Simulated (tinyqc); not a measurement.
Voltage acceleration of oxide breakdown, four models on the same data: one step of the calculation.

Field E = V/tox in MV/cm. Models: ln(t63/1 s) = a - c X with X = E (E model), -1/E (1/E model), ln V (power law, c the exponent n) or sqrt(E).

Task. Fitting the models. The three stress times were made with the 1/E model, c = 612, and are treated as data. For each model fit ln t63 on X by least squares over the three points.

Inputs (values chosen for the exercise): oxide thickness tox = 2 nm.

V, stress 0 to 2 (V): [2.39, 2.78, 3.14]
t63, stress 0 to 2 (s): [1.715e6, 1300, 8.35]

Wanted: c; a; largest misfit in ln t63 (0: below 0.002).

Result.

c, model E to sqrt E: [3.2679, 612.01, 44.927, 24.262]
a, model E to sqrt E: [53.143, -36.859, 53.378, 98.035]
largest misfit in ln t63 (0: below 0.002), model E to sqrt E: [0.54892, 0.00000, 0.27224, 0.41033]

The worst misfit of any model is 0.55 in ln t63, a factor of 1.73 in time, comparable to the scatter of t63 from small samples, so such data hardly tell the models apart.

Range of the model: All four laws are empirical fits; none is established far below the stress range.

Numbers from tinyqc (`OMP_NUM_THREADS=1 python tinyqc.py 2070145 2070146 out.jsonl`; about 0.01 s on one thread of a shared Intel Xeon 2.30GHz).
